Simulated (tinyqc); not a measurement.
Kinetic Monte Carlo and master equation for a particle on a ring of sites with traps and bias: one step, computed by the program tinyqc. Command: `OMP_NUM_THREADS=1 python tinyqc.py 3000835 3000836 out.jsonl kmc walk`. One thread of a shared host (Intel(R) Xeon(R) Processor @ 2.30GHz), about 0.06 s of CPU time with the checks.

5 sites on a ring, numbered 1 to 5. The saddle between i and i+1 lies at E0 + s b_i and site i at s eps_i; a force F tilts the landscape, with the saddle half-way.

Task: Steady state. Master equation dP/dt = W P, W_(i+1,i) = k right, W_(i-1,i) = k left, columns summing to zero. The steady state is its null vector; drift v = a sum P_i (k right - k left). D = a^2 lambda''(0)/2, where lambda(q) is the leading eigenvalue of W with right hops weighted by exp(q) and left hops by exp(-q). The slowest relaxation rate is minus the real part of the next eigenvalue of W. 1 angstrom = 1e-8 cm.

Inputs (values chosen for the exercise, for a model defect): temperature T = 580 K; site spacing a = 3.7 angstrom.

Disorder: random barriers.

Rates, shares of right hops and mean stays:
```
site  k right (1/s)  k left (1/s)  share right  mean stay (s)
1           2981486        917560    0.7646706   2.564729e-07
2           1919857        846989    0.6938793   3.614224e-07
3           1129804        545398    0.6744285   5.969429e-07
4           4025056        320958    0.9261489   2.300959e-07
5           3229906       1143449    0.7385420   2.286574e-07
```

Constants: k_B = 8.617333262e-05 eV/K.

Give: occupations P_i; drift velocity v; diffusivity D; slowest relaxation rate.

Result:

occupations P_i: [0.17546, 0.25005, 0.30935, 0.11890, 0.14624]

drift velocity v = 0.057599 cm/s

diffusivity D = 2.1457e-09 cm^2/s

slowest relaxation rate = 2.1779e+06 1/s
